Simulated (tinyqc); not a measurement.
## p-n heterojunction, non-linear Poisson equation by Newton steps, Boltzmann statistics: starts and damping rules compared

One dimension, material 1 (p-type) at x < 0 and material 2 (n-type) at x > 0. Band edges: Ec = -psi in material 1 and -psi + dEc in material 2, Ev = Ec - Eg. Flat quasi-Fermi levels: 0 for holes, +V for electrons. n = Nc F((EFn - Ec)/Vt), p = Nv F((Ev - EFp)/Vt), with F(eta) = exp(eta) (Boltzmann statistics); full ionisation, no interface charge, classical densities; the doping types are chosen for the exercise.

a_i = eps0 eps_r/h_i for the interval from node i to i + 1, with h_i = x_(i+1) - x_i in cm.

n_i = Nc F(a_n), a_n = (V - Ec_i)/Vt; p_i = Nv F(a_p), a_p = (Ec_i - Eg)/Vt; rho_i = p_i - n_i + C_i with C = -N1 or +N2; g_i = (n_i + p_i)/Vt. Box widths w_i = (h_(i-1) + h_i)/2 in cm. Residual F_i = a_i (psi_(i+1) - psi_i) - a_(i-1) (psi_i - psi_(i-1)) + q rho_i w_i; Jacobian: a_(i-1) and a_i beside the diagonal, b_i = -a_(i-1) - a_i - q g_i w_i on it. The two end nodes are fixed.

Iterations until the largest undamped |d| is below 1e-9 V (the last, tiny step is counted), with a cap of 100; "overflow" would mean that an exponential left the range of double precision. Starts:
- neutral: psi_L on the nodes of material 1 and psi_R on those of material 2.
- smooth: psi_L + (psi_R - psi_L)(1 + tanh(x/s))/2 on the inner nodes with s = 53 nm, psi_L and psi_R on the ends.
- linear: A straight line in x from psi_L to psi_R.

Rules for the step d, which solves the tridiagonal system a_(i-1) d_(i-1) + b_i d_i + a_i d_(i+1) = -F_i:
- full Newton steps: the full step is added.
- logarithmic damping: each component d is damped to sign(d) Vt ln(1 + |d|/Vt) before it is added.
- steps capped at 4 Vt: if the largest |d| exceeds 4 Vt, the whole step is scaled down so that it equals 4 Vt.
- halved steps: half of the step is added while the largest |d| exceeds 1.5 Vt, the full step after that.

Values chosen for this exercise; band and dielectric values those of a made-up pair: temperature T = 300 K; band gap of material 1 Eg1 = 1.51 eV; relative permittivity of material 1 er1 = 12.9; conduction-band density of states of material 1 Nc1 = 5.15e17 cm^-3; valence-band density of states of material 1 Nv1 = 9.13e18 cm^-3; band gap of material 2 Eg2 = 0.765 eV; relative permittivity of material 2 er2 = 16.3; conduction-band density of states of material 2 Nc2 = 2.15e17 cm^-3; valence-band density of states of material 2 Nv2 = 8.43e18 cm^-3; conduction-band offset Ec2 - Ec1 dEc = -0.46 eV; acceptor density of material 1 N1 = 4e17 cm^-3; donor density of material 2 N2 = 2.5e16 cm^-3; bias of side 1 against side 2 V = 0 V.

Constants: q = 1.602176634e-19 C, kB = 1.380649e-23 J/K, Vt = kB T/q, eps0 = 8.8541878128e-14 F/cm where lengths are in cm. Results are converted to the units shown.

```
node	x (nm)	material
0	-91.5	1
1	-52.6	1
2	-28.1	1
3	-12.7	1
4	-3.05	1
5	3.05	2
6	16.3	2
7	45.3	2
8	108	2
9	245	2
10	544	2
```

eps_r, interval 0 to 9: 12.9  12.9  12.9  12.9  14.4021  16.3  16.3  16.3  16.3  16.3
psi_L = -1.42914 V
psi_R = -0.515627 V

Iterations needed:
```
	full Newton steps	logarithmic damping	steps capped at 4 Vt	halved steps
neutral	7	16	12	9
smooth	36	10	9	18
linear	12	17	15	18
```

The fewest iterations, 7, are needed by full Newton steps from the neutral start. Every pairing converges. Lowest count for the worst start: steps capped at 4 Vt, at most 15 iterations.

tinyqc, about 0.04 s, one thread, Intel Xeon 2.30GHz (shared host): `OMP_NUM_THREADS=1 python tinyqc.py 2040078 2040079 out.jsonl`
